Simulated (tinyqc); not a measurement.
What moves the results: Wannier function of the lower band of a two-orbital chain. A value that a table varies takes the place of the one given here.

H(k) = [[-d/2 - 2 ta cos k, -t1 - t2 exp(-ik)], [-t1 - t2 exp(ik), d/2 - 2 tb cos k]], k in 1/a, Bloch sums with exp(ikR) and without the positions inside the cell. Mesh k_j = 2 pi j/N. Projection gauge: each lower eigenvector u is multiplied by the phase that makes <trial|u> real and positive (the one-band case of Loewdin orthogonalisation). Wannier amplitudes w(R) = (1/N) sum_k exp(ikR) u(k); hoppings H(R) = (1/N) sum_k exp(-ikR) E(k).

Values chosen for the exercise:
```
symbol  value  unit     meaning
d       -0.21  eV       A at -d/2, B at +d/2
t1      2.45   eV       A-B in the cell
t2      1.63   eV       B to A of the next cell
ta      0.26   eV       A-A between cells
tb      0.18   eV       B-B between cells
xb      0.67   a        position of B (A at 0)
th      30     degrees  trial orbital cos(th) A + sin(th) B in cell 0
```

## Convergence with the mesh

Centre and Omega_I from overlaps M_j = u_j^+ diag(1, exp(-i b xb)) u_(j+1), b = 2 pi/N: centre -(1/2 pi) sum arg M, Omega_I = (1/(N b^2)) sum (1 - |M|^2). Largest error of the Fourier interpolation on 41 points from 0 to pi.

Mesh:
```
N   centre (a)  Omega_I (a^2)  H(1) (eV)  largest error (meV)
3      0.40291        0.09134   -0.85838              685.939
4      0.38028        0.11812   -1.02987              185.814
6      0.37737        0.14513   -0.99204               75.206
8      0.37631        0.16319   -0.98553               32.967
12     0.37551        0.18341   -0.98352                9.001
16     0.37523        0.19284   -0.98333                2.723
24     0.37503        0.20037   -0.98331                0.307
```

The interpolation error falls exponentially, from 185.8 meV at N = 4 to 9.001 at N = 12, because the hoppings decay exponentially for an isolated band (smallest gap 1.68 eV). Omega_I carries a finite-difference error and converges as a power: against the value 0.20694 on 400 points it is off by -0.02353 at N = 12 and -0.00657 at N = 24, an exponent of 1.84, near the limit 2.

## Choice of the trial orbital

N = 16. Centre, Omega_I and Omega_D from overlaps (b = 2 pi/N, M_j = u_j^+ diag(1, exp(-i b xb)) u_(j+1); Omega_D = (1/(N b^2)) sum (arg M_j + b centre)^2).

Trial angle:
```
th (deg)  smallest projection  centre (a)  Omega_I (a^2)  Omega_D (a^2)
0                       0.624      0.3752        0.19284        0.13997
15                      0.799      0.3752        0.19284        0.05579
30                      0.894      0.3752        0.19284        0.01833
45                      0.934      0.3752        0.19284        0.00250
60                      0.920      0.3752        0.19284        0.00111
75                      0.847      0.3752        0.19284        0.01520
90                      0.709      0.3752        0.19284        0.05590
```

Omega_I is the same for all. Omega_D is smallest at 60 degrees (0.00111) and largest at 0 (0.13997). The centre does not move.

## Centre against ionicity

N = 24, d varied. Overlaps M_j = u_j^+ diag(1, exp(-i b xb)) u_(j+1), b = 2 pi/N; centre -(1/2 pi) sum arg M_j folded into [0, 1); Omega_I = (1/(N b^2)) sum (1 - |M_j|^2); charge moved is -2 times the shift of the centre from its value at d = 0 (a doubly filled band); weight on A averaged over the mesh.

Against d:
```
d (eV)  centre (a)  charge moved (e)  weight on A  Omega_I (a^2)
-6.0        0.6189           -0.5382        0.129         0.0461
-3.0        0.5625           -0.4252        0.239         0.0940
-1.5        0.4936           -0.2874        0.340         0.1464
-0.5        0.4077           -0.1157        0.436         0.1914
0.0         0.3499            0.0000        0.493         0.2038
0.5         0.2892            0.1214        0.552         0.1997
1.5         0.1911            0.3176        0.654         0.1572
3.0         0.1122            0.4754        0.761         0.0985
6.0         0.0515            0.5967        0.873         0.0465
```

For large positive d the function sits on A (centre 0.052) and for large negative d on B at 0.67 (centre 0.619); at d = 0 it lies at 0.350, on the bond inside the cell, the stronger one. Among these rows the spread is largest at d = 0 eV.

## What each parameter does

N = 24: centre (folded into [0, 1)) and Omega_I from overlaps M_j = u_j^+ diag(1, exp(-i b xb)) u_(j+1), b = 2 pi/N: centre = -(1/2 pi) Im ln prod M_j, Omega_I = mean(1 - |M_j|^2)/b^2; and the first two hoppings H(R). Each row changes one parameter from the base and keeps the others.

Results:
```
case             centre (a)  Omega_I (a^2)  H(1) (eV)  H(2) (eV)
base                 0.3750         0.2004    -0.9833     0.1174
d = 0.09 eV          0.3389         0.2044    -0.9874     0.1191
t1 = 2.6 eV          0.3692         0.1855    -0.9894     0.1127
t2 = 1.53 eV         0.3710         0.1843    -0.9422     0.1053
ta = 0.36 eV         0.3921         0.1961    -1.0287     0.1142
xb = 0.72 a          0.4016         0.2170    -0.9833     0.1174
th = 40 degrees      0.3750         0.2004    -0.9833     0.1174
```

The largest shifts from the base row, up to three for each result and ties (the steps differ in size, so this ranks the rows, not the parameters). centre (a): d -0.0362, xb +0.0266, ta +0.0171; unchanged at the printed digits by th. Omega_I (a^2): xb +0.0166, t2 -0.0160, t1 -0.0148; unchanged at the printed digits by th. H(1) (eV): ta -0.0454, t2 +0.0411, t1 -0.0061; unchanged at the printed digits by xb and th. H(2) (eV): t2 -0.0121, t1 -0.0047, ta -0.0032; unchanged at the printed digits by xb and th. The trial angle is a choice of gauge and moves none of these; xb enters the position operator alone, so it leaves the hoppings.

(tinyqc, `OMP_NUM_THREADS=1 python tinyqc.py 1481610 1481611 out.jsonl`, Intel(R) Xeon(R) Processor @ 2.30GHz, 1 thread, shared host, about 0.2 s.)
